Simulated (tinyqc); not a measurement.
Worked calculation: RKS/exchange-only LDA in the sto-3g basis, for H4, spin multiplicity 1. One step of it, computed by the program tinyqc.

Question. Iteration 2: diagonalisation and new density. Diagonalise F' = X^T F X, C = X C', fill 2 alpha and 2 beta electrons from the bottom; D = 2 C_occ C_occ^T. Each column has its largest component positive (the first on a tie).

Kohn-Sham matrix F (hartree):
```
,1H 1s,2H 1s,3H 1s,4H 1s
1H 1s,-0.119299,-0.264728,-0.019584,-0.003280
2H 1s,-0.264728,-0.125703,-0.071393,-0.019584
3H 1s,-0.019584,-0.071393,-0.125703,-0.264728
4H 1s,-0.003280,-0.019584,-0.264728,-0.119299
```

X:
```
,1H 1s,2H 1s,3H 1s,4H 1s
1H 1s,1.147571,-0.346442,0.024542,-0.007370
2H 1s,-0.346442,1.157679,-0.092728,0.024542
3H 1s,0.024542,-0.092728,1.157679,-0.346442
4H 1s,-0.007370,0.024542,-0.346442,1.147571
```

Give: F' = X^T F X; orbital energies; coefficients C; D after iteration 2.

Answer.

F' = X^T F X (hartree):
```
,1,2,3,4
1,0.0384,-0.2875,0.0254,-0.0095
2,-0.2875,0.0426,-0.0839,0.0254
3,0.0254,-0.0839,0.0426,-0.2875
4,-0.0095,0.0254,-0.2875,0.0384
```

orbital energies (hartree): MO1 -0.2707, MO2 -0.2281, MO3 0.2583, MO4 0.4025

coefficients C:
```
,MO1,MO2,MO3,MO4
1H 1s,0.3596,0.4389,0.7567,-0.7370
2H 1s,0.4168,0.3882,-0.6672,0.8366
3H 1s,0.4168,-0.3882,-0.6672,-0.8366
4H 1s,0.3596,-0.4389,0.7567,0.7370
```

D after iteration 2:
```
,1H 1s,2H 1s,3H 1s,4H 1s
1H 1s,0.6439,0.6405,-0.0409,-0.1267
2H 1s,0.6405,0.6488,0.0462,-0.0409
3H 1s,-0.0409,0.0462,0.6488,0.6405
4H 1s,-0.1267,-0.0409,0.6405,0.6439
```
